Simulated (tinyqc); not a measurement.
# Changing the power supplied per electron P

Model: decay of LO phonons and the hot-phonon bottleneck in the cooling of electrons. Computed by tinyqc, a small Python program. Command: `OMP_NUM_THREADS=1 python tinyqc.py 3012478 3012479 out.jsonl hotphonon sweep`. One thread of a shared host (Intel(R) Xeon(R) Processor @ 2.30GHz), about 0.01 s of CPU time with the checks.

n(E, T) = 1/(exp(E/(k_B T)) - 1) is the Bose occupation. Electrons have a temperature T_e; the LO modes within their reach share one occupation N; the decay products stay at the lattice temperature.

Inputs (values chosen for the exercise, modelled on indium arsenide):

| quantity | value | unit |
|---|---|---|
| LO energy hbar omega | 29.8 | meV |
| lifetime at T = 0, tau_0 | 5.8 | ps |
| share f of the energy in the softer product | 0.19 | - |
| lattice temperature T | 500 | K |
| electron mass m* | 0.0263 | m_0 |
| eps_inf | 12.7 | - |
| static dielectric constant eps_s | 14.9 | - |
| electron density n | 7.6e+17 | 1/cm^3 |
| density of LO modes that the electrons reach, N_m | 6.1e+19 | 1/cm^3 |

Decay channel: two unequal phonons (Ridley).

Constants: k_B = 8.617333262e-05 eV/K; c = 299792458 m/s; e^2/(4 pi eps_0) = 14.39964548 eV angstrom; hbar^2/(2 m_0) = 3.80998212 eV angstrom^2; hbar = 6.582119569e-16 eV s; e = 1.602176634e-19 C.

Method:
- Decay rate 1/tau = (1/tau_0) [1 + n(f hbar omega) + n((1 - f) hbar omega)].
- Full width Gamma = 1/(2 pi c tau) in 1/cm, c in cm/s.
- Froehlich coupling alpha = (e^2/(4 pi eps_0)) (1/eps_inf - 1/eps_s) k_0/(2 hbar omega), k_0 = sqrt(m* hbar omega/(hbar^2/(2 m_0))); emission time tau_sp = hbar/(2 alpha hbar omega); bottleneck ratio r = (n/N_m) tau/tau_sp.
- Net emission per electron: [(N + 1) x - N]/tau_sp with x = exp(-hbar omega/(k_B T_e)), a simple two-level balance; steady state of the modes: n [(N + 1) x - N]/tau_sp = N_m (N - N_0)/tau; power per electron P = hbar omega [(N + 1) x - N]/tau_sp.
- With p = P tau_sp/(hbar omega): N = N_0 + r p and x = (p + N)/(N + 1); without hot phonons N = N_0. The mode temperature T_LO solves n(hbar omega, T_LO) = N.

One run for each value:

| power supplied per electron P (nW) | electron temperature T_e (K) | T_e without hot phonons (K) | mode temperature T_LO (K) | LO occupation N |
|---|---|---|---|---|
| 0.006 | 500.3 | 500.2 | 500.0 | 1.003 |
| 0.011 | 500.5 | 500.5 | 500.0 | 1.003 |
| 0.022 | 500.9 | 500.9 | 500.0 | 1.003 |
| 0.042 | 501.8 | 501.7 | 500.0 | 1.003 |
| 0.080 | 503.4 | 503.3 | 500.0 | 1.003 |
| 0.150 | 506.3 | 506.3 | 500.1 | 1.003 |
| 0.290 | 512.4 | 512.2 | 500.2 | 1.004 |
| 0.560 | 524.2 | 523.9 | 500.3 | 1.004 |
| 1.100 | 549.1 | 548.4 | 500.6 | 1.005 |

Over the rows, electron temperature T_e (K) rises from 500 to 549 (exponent d ln y / d ln x 6.9e-4 between the first rows and 0.069 between the last); T_e without hot phonons (K) rises from 500 to 548 (exponent d ln y / d ln x 6.8e-4 between the first rows and 0.068 between the last); mode temperature T_LO (K) rises from 500.00 to 500.63.

Caution (all rows): the electrons are degenerate; Pauli blocking and the Fermi energy, left out here, matter.
